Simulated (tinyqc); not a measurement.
Inside a calculation. Model: double-gate transistor below threshold, two-dimensional Poisson equation on a small mesh.

Numbers from tinyqc (`OMP_NUM_THREADS=1 python tinyqc.py 2480117 2480118 out.jsonl`; about 0.1 s on one thread of a shared Intel Xeon 2.30GHz). Printed values are rounded.

Half of a symmetric double-gate structure: row 0 is the mid-plane of the body, where the normal field vanishes. Mobile charge is neglected (subthreshold), the body is fully depleted, and potentials are counted from the intrinsic level; rows run upward to the gate, columns from source to drain.

Inputs (values chosen for the exercise); semiconductor permittivity made up: temperature T = 250 K; relative permittivity of the semiconductor eps_r = 13.7; relative permittivity of the insulator eox = 22; half the body thickness tb = 6 nm; insulator thickness tox = 5.6 nm; channel length L = 36 nm; acceptor density of the depleted body Na = 4.1e17 cm^-3; potential of the source Vbi = 0.56 V; gate offset Vfb = 0.15 V; gate voltage Vg = -0.1 V; drain voltage Vd = 0.3 V.

Constants: q = 1.602176634e-19 C, kB = 1.380649e-23 J/K, Vt = kB T/q, eps0 = 8.8541878128e-14 F/cm where lengths are in cm. Results are converted to the units shown.

## Coefficients of the five-point equations

Mesh: rows i = 0..2 in the semiconductor (step hs = tb/2, row 2 on the interface), then 2 step(s) ho = tox/2 up to the gate row 4; columns j = 0..6 (step hy = L/6). Box integration, divided by eps0: up_i = eps hy/h of the interval above row i, dn_i = that of the interval below (0 for row 0), lat_i = (sum of eps h/2 over the intervals above and below)/hy, s_i = -q Na w_i hy/eps0 with w_i the semiconductor height of the box (hs/2 for row 0 and the interface row, hs between, 0 in the insulator). Each free node obeys (up + dn + 2 lat) psi = up psi(above) + dn psi(below) + lat [psi(left) + psi(right)] + s.

```
row        up        dn       lat        s (V)
0        27.4         0     3.425  -0.06677102
1        27.4      27.4      6.85   -0.1335420
2    47.14286      27.4  8.558333  -0.06677102
3    47.14286  47.14286  10.26667            0
```

## Iteration 1: Gauss-Seidel sweep

psi at the start (fixed values on the edges, free nodes at the gate value) (V):
```
              j=0         j=1         j=2         j=3         j=4         j=5         j=6
row 0   0.5600000  -0.2500000  -0.2500000  -0.2500000  -0.2500000  -0.2500000   0.8600000
row 1   0.5600000  -0.2500000  -0.2500000  -0.2500000  -0.2500000  -0.2500000   0.8600000
row 2   0.5600000  -0.2500000  -0.2500000  -0.2500000  -0.2500000  -0.2500000   0.8600000
row 3   0.1550000  -0.2500000  -0.2500000  -0.2500000  -0.2500000  -0.2500000   0.3050000
row 4  -0.2500000  -0.2500000  -0.2500000  -0.2500000  -0.2500000  -0.2500000  -0.2500000
```

Free nodes: rows 0..3, columns 1..5, taken row by row from row 0, left to right. t = (up psi(above) + dn psi(below) + lat [psi(left) + psi(right)] + s)/(up + dn + 2 lat), with the newest neighbours; psi(new) = t.

psi after iteration 1 (V):
```
              j=0         j=1         j=2         j=3         j=4         j=5         j=6
row 0   0.5600000  -0.1709495  -0.2440445  -0.2513540  -0.2520849  -0.1411580   0.8600000
row 1   0.5600000  -0.1393293  -0.2385002  -0.2513411  -0.2529176  -0.0977045   0.8600000
row 2   0.5600000  -0.1420150  -0.2372082  -0.2499350  -0.2515946  -0.1017096   0.8600000
row 3   0.1550000  -0.1694496  -0.2375454  -0.2488597  -0.2505527  -0.1395378   0.3050000
row 4  -0.2500000  -0.2500000  -0.2500000  -0.2500000  -0.2500000  -0.2500000  -0.2500000
```

## Iteration 2: Gauss-Seidel sweep

As before.

psi after iteration 2 (V):
```
              j=0         j=1         j=2         j=3         j=4         j=5         j=6
row 0   0.5600000  -0.0818174  -0.2260669  -0.2508376  -0.2434832  -0.0184614   0.8600000
row 1   0.5600000  -0.0593325  -0.2183269  -0.2493830  -0.2346894   0.0125131   0.8600000
row 2   0.5600000  -0.0754778  -0.2185532  -0.2471702  -0.2323257  -0.0101493   0.8600000
row 3   0.1550000  -0.1410168  -0.2272417  -0.2468526  -0.2325847  -0.1003380   0.3050000
row 4  -0.2500000  -0.2500000  -0.2500000  -0.2500000  -0.2500000  -0.2500000  -0.2500000
```

## Course of the iteration: Gauss-Seidel sweep

Stop when the largest change of psi is below 1e-7 V, or after 400 iterations. Fixed values: gate row Vg - Vfb; column 0 at Vbi and the last column at Vbi + Vd in the semiconductor, each running linearly to Vg - Vfb across the insulator.

Course of the iteration:
```
iteration  psi at row 0, j = 3 (V)  largest |change| of one entry (V)
1                       -0.2513540                              0.152
2                       -0.2508376                              0.123
3                       -0.2461339                             0.0909
4                       -0.2354824                             0.0643
5                       -0.2206675                             0.0413
6                       -0.2037619                             0.0293
7                       -0.1872853                             0.0232
8                       -0.1725433                             0.0180
9                       -0.1599623                             0.0139
...                            ...                                ...
53                      -0.1070860                            5.20e-7
54                      -0.1070856                            4.12e-7
55                      -0.1070852                            3.27e-7
56                      -0.1070850                            2.59e-7
57                      -0.1070848                            2.05e-7
58                      -0.1070846                            1.63e-7
59                      -0.1070845                            1.29e-7
60                      -0.1070844                            1.02e-7
61                      -0.1070843                            8.10e-8
```

Converged in 61 iterations. At the end each change is about 0.79 times the one before: linear convergence.

## Barrier, swing and barrier lowering

converged psi (V):
```
              j=0         j=1         j=2         j=3         j=4         j=5         j=6
row 0   0.5600000   0.1341260  -0.0653169  -0.1070840  -0.0145213   0.2726218   0.8600000
row 1   0.5600000   0.1082591  -0.0825895  -0.1214383  -0.0364070   0.2375293   0.8600000
row 2   0.5600000   0.0220428  -0.1329883  -0.1618889  -0.1006451   0.1201770   0.8600000
row 3   0.1550000  -0.0961674  -0.1837620  -0.2003477  -0.1655347  -0.0408328   0.3050000
row 4  -0.2500000  -0.2500000  -0.2500000  -0.2500000  -0.2500000  -0.2500000  -0.2500000
```

d psi/dVg on row 0: j=0 0.0000000, j=1 0.5147267, j=2 0.7633066, j=3 0.8320291, j=4 0.7633066, j=5 0.5147267, j=6 0.0000000
d psi/dVd on row 0: j=0 0.000000, j=1 0.011810, j=2 0.033687, j=3 0.083985, j=4 0.203006, j=5 0.473463, j=6 1.000000

The barrier is read along row 0, the path farthest from the gate. Take the node j of lowest psi: barrier Vbi - psi_j; swing Vt ln 10/(d psi_j/dVg); DIBL = (d psi_j/dVd)/(d psi_j/dVg). The derivatives solve the same equations with s = 0 and a unit change of that voltage.

j = 3
barrier = 0.6670840 V
swing = 59.61974 mV/decade
DIBL = 100.9405 mV/V

A mesh of 12, 8 and 80 steps (semiconductor, insulator, channel) gives a barrier of 0.687 V, a swing of 58.4 mV a decade and a DIBL of 75.0 mV/V; the small mesh puts the barrier 2.9 % below that.
